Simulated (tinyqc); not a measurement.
MOS structure on a p-type body with a doping step (retrograde), non-linear Poisson equation by Newton steps: one step of the calculation.

One dimension, insulator interface at x = 0, acceptor density N1 for x < x1 and Na beyond, net doping C = -(acceptor density). psi is counted from the intrinsic level: n = ni exp((psi - Vb)/Vt), p = ni exp(-psi/Vt); deep in the body psi_b = -Vt ln(Na/ni). The gate acts through Cox = eps0 eox/tox and has the potential psi_G = Vg - (phiM - chi - Vt ln(Nc/ni)). Boltzmann statistics, full ionisation, classical densities, no oxide or interface charge.

Question. Converged densities and sheet charges. n and p as above; box widths w_i (half boxes at both ends); band bending psi_0 - psi_b; N_inv = sum w n; N_dep = -sum w (p + C); centroid sum w n x/N_inv; gate charge Cox (psi_G - psi_0)/q.

Inputs (values chosen for the exercise); band and dielectric values close to those of silicon: temperature T = 300 K; band gap Eg = 1.14 eV; conduction-band density of states at T Nc = 2.79e19 cm^-3; valence-band density of states at T Nv = 2.7e19 cm^-3; electron affinity chi = 4.04 eV; relative permittivity of the gate insulator (close to aluminium oxide) eox = 8.89; insulator thickness tox = 9.1 nm; gate work function phiM = 4.19 eV; electron quasi-Fermi potential against the body Vb = 0 V; gate voltage against the body Vg = 0.64 V.

Constants: q = 1.602176634e-19 C, kB = 1.380649e-23 J/K, Vt = kB T/q, eps0 = 8.8541878128e-14 F/cm where lengths are in cm. Results are converted to the units shown.

```
node  x (nm)  converged psi (V)  net doping C (cm^-3)
0          0         0.55907987               -1.4e16
1        0.5         0.54177784               -1.4e16
2       1.28         0.52184963               -1.4e16
3       2.49         0.49882952               -1.4e16
4       4.39         0.47067133               -1.4e16
5       7.34         0.43356291               -1.4e16
6       11.9         0.38024840               -1.4e16
7       19.1         0.29813312               -1.4e16
8       30.3         0.17272787               -1.4e16
9       47.7        -0.01675406               -1.4e16
10      74.8        -0.29892158               -1.4e17
11       117        -0.42610737               -1.4e17
12       183        -0.43338870               -1.4e17
13       286        -0.43354424               -1.4e17
```

ni = 7.2929869e9 cm^-3

Wanted: n; p; band bending; N_inv; N_dep; centroid of the electrons; gate charge over q.

Answer.

```
node  n (cm^-3)  p (cm^-3)
0      1.799e19      2.956
1      9.212e18      5.773
2      4.262e18      12.48
3      1.749e18      30.40
4      5.886e17      90.36
5      1.401e17      379.6
6      1.782e16       2985
7      7.436e14    7.153e4
8      5.816e12    9.145e6
9       3.815e9   1.394e10
10      6.938e4   7.666e14
11        506.5   1.050e17
12        382.2   1.392e17
13        379.9   1.400e17
```

band bending = 0.9926 V
N_inv = 1.942e12 cm^-2
N_dep = 7.646e11 cm^-2
centroid of the electrons = 1.373 nm
gate charge over q = 2.707e12 cm^-2

N_inv + N_dep is within 0.01 % of the gate charge.

Numbers from tinyqc (`OMP_NUM_THREADS=1 python tinyqc.py 2080127 2080128 out.jsonl`; about 0.4 s on one thread of a shared Intel Xeon 2.30GHz).
